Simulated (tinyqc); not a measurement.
Temperature: carrier statistics of a doped semiconductor with parabolic bands.

Eg(T) = Eg0 - al T^2/(T + be); m_de = Mv^(2/3) (ml mt^2)^(1/3); m_dh = (mhh^(3/2) + mlh^(3/2))^(2/3); Nc and Nv from N = 2 (m kB T/(4 pi c))^(3/2) with c = hbar^2/2m0, in 1/angstrom^3; times 1e24 for 1/cm^3.

Energies are counted from Ev, so Ec = Eg. n = Nc F_1/2((EF - Eg)/kT), p = Nv F_1/2(-EF/kT), ND+ = ND/(1 + 2 exp((EF - Eg + ED)/kT)), NA- = NA/(1 + 4 exp((EA - EF)/kT)); neutrality asks p + ND+ = n + NA-. F_j(eta) = (1/Gamma(j + 1)) integral_0^infinity x^j dx/(1 + exp(x - eta)), which tends to exp(eta) for eta << 0.

Constants: hbar^2/2m0 = 3.80998211 eV angstrom^2; kB = 8.617333262e-05 eV/K.

Values chosen for the exercise (near those of Ge; not measured data): Eg0 = 0.7411 eV (gap at 0 K); al = 0.000455 eV/K (Varshni alpha); be = 233 K (Varshni beta); ml = 1.59 m0 (longitudinal electron mass); mt = 0.0847 m0 (transverse electron mass); Mv = 4 (equivalent valleys); mhh = 0.322 m0 (heavy-hole mass); mlh = 0.0436 m0 (light-hole mass); ND = 2.9e+12 1/cm^3 (donors); NA = 3.3e+15 1/cm^3 (acceptors); ED = 0.0118 eV (donor level below Ec); EA = 0.0109 eV (acceptor level above Ev).

Neutrality solved at each temperature; ni = sqrt(Nc Nv) exp(-Eg/2kT).

Carriers (1/cm^3):
```
T (K)  EF (eV)         n         p  majority / |ND - NA|        ni  Eg (eV)
10      0.0071    <1e-99  7.46e+12               0.00226    <1e-99   0.7409
40      0.0166  5.96e-74  1.87e+15                 0.568  1.06e-29   0.7384
77      0.0354  3.36e-28  3.00e+15                 0.910  1.00e-06   0.7324
120     0.0614  4.66e-10  3.20e+15                 0.971  1.22e+03   0.7225
200     0.1152  1.13e+04  3.27e+15                 0.991  6.09e+09   0.6991
300     0.1885  1.09e+11  3.28e+15                 0.996  1.89e+13   0.6643
400     0.2619  4.26e+14  3.71e+15                  1.13  1.26e+15   0.6261
500     0.2716  1.57e+16  1.89e+16                  5.74  1.72e+16   0.5859
600     0.2507  1.03e+17  1.06e+17                  32.3  1.05e+17   0.5445
```

Give the missing row, T (K) = 20.

Computed row:
```
T (K)  EF (eV)       n         p  majority / |ND - NA|        ni  Eg (eV)
20      0.0095  <1e-99  3.30e+14                 0.100  6.43e-77   0.7404
```

Ionisation is incomplete: the majority density is below 90 % of the net doping at 10, 20 and 40 K, down to a share of 0.0023. It is within 10 % of the net doping at 77, 120, 200 and 300 K. At 400, 500 and 600 K thermal pairs lift it more than 10 % above the net doping; ni has reached 1.05e+17 1/cm^3 at 600 K against a net doping of 3.30e+15. EF goes from 0.007 eV to 0.251 eV, where midgap is 0.272 eV and the intrinsic level (Boltzmann) 0.252 eV.

tinyqc: `OMP_NUM_THREADS=1 python tinyqc.py 1651590 1651591 out.jsonl`; about 0.01 s, one thread, shared Intel(R) Xeon(R) Processor @ 2.30GHz.
